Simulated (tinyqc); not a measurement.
G0W0 on RHF in the cc-pvdz basis, for He, spin multiplicity 1, step by step. One step of it, computed by the program tinyqc.

Problem. Iteration 1: building the Fock matrix. J_ij = sum D_kl (ij|kl), K_ij = sum D_kl (ik|jl); F = H + J - 0.5 K; E = tr D H + tr D J / 2 - 0.25 tr D K + E_nn.

D at the start, lower triangle:
```
,1He 1s,1He 2s,1He 2px,1He 2py,1He 2pz
1He 1s,0.696210
1He 2s,0.608556,0.531937
1He 2px,0.000000,0.000000,0.000000
1He 2py,0.000000,0.000000,0.000000,0.000000
1He 2pz,0.000000,0.000000,0.000000,0.000000,0.000000
```

core Hamiltonian H = T + V (hartree), lower triangle:
```
,1He 1s,1He 2s,1He 2px,1He 2py,1He 2pz
1He 1s,-1.880253
1He 2s,-1.545789,-1.294671
1He 2px,0.000000,0.000000,0.784997
1He 2py,0.000000,0.000000,0.000000,0.784997
1He 2pz,0.000000,0.000000,0.000000,0.000000,0.784997
```

Two-electron integrals (ij|kl) in chemists' order, unique and non-zero (hartree):
```
i,j,k,l,(ij|kl)
1,1,1,1,1.543036
2,1,1,1,0.784979
2,1,2,1,0.426774
2,2,1,1,0.803460
2,2,2,1,0.475908
2,2,2,2,0.615562
3,1,3,1,0.177307
3,2,3,1,0.142524
3,2,3,2,0.130008
3,3,1,1,1.099799
3,3,2,1,0.627782
3,3,2,2,0.734404
3,3,3,3,1.040531
4,1,4,1,0.177307
4,2,4,1,0.142524
4,2,4,2,0.130008
4,3,4,3,0.063706
4,4,1,1,1.099799
4,4,2,1,0.627782
4,4,2,2,0.734404
4,4,3,3,0.913119
4,4,4,4,1.040531
5,1,5,1,0.177307
5,2,5,1,0.142524
5,2,5,2,0.130008
5,3,5,3,0.063706
5,4,5,4,0.063706
5,5,1,1,1.099799
5,5,2,1,0.627782
5,5,2,2,0.734404
5,5,3,3,0.913119
5,5,4,4,0.913119
5,5,5,5,1.040531
```

nuclear repulsion = 0 hartree

Give: Coulomb J; exchange K; Fock matrix F; total energy of this density.

Solution.

Coulomb J (hartree), lower triangle:
```
,1He 1s,1He 2s,1He 2px,1He 2py,1He 2pz
1He 1s,2.457
1He 2s,1.319,1.466
1He 2px,0.000,0.000,1.920
1He 2py,0.000,0.000,0.000,1.920
1He 2pz,0.000,0.000,0.000,0.000,1.920
```

exchange K (hartree), lower triangle:
```
,1He 1s,1He 2s,1He 2px,1He 2py,1He 2pz
1He 1s,2.257
1He 2s,1.548,1.204
1He 2px,0.000,0.000,0.366
1He 2py,0.000,0.000,0.000,0.366
1He 2pz,0.000,0.000,0.000,0.000,0.366
```

Fock matrix F (hartree), lower triangle:
```
,1He 1s,1He 2s,1He 2px,1He 2py,1He 2pz
1He 1s,-0.552
1He 2s,-1.001,-0.431
1He 2px,0.000,0.000,2.522
1He 2py,0.000,0.000,0.000,2.522
1He 2pz,0.000,0.000,0.000,0.000,2.522
```

total energy of this density = -2.85514 hartree

This density is the starting one; it is not idempotent, so its energy is not variational and may lie below the converged one.
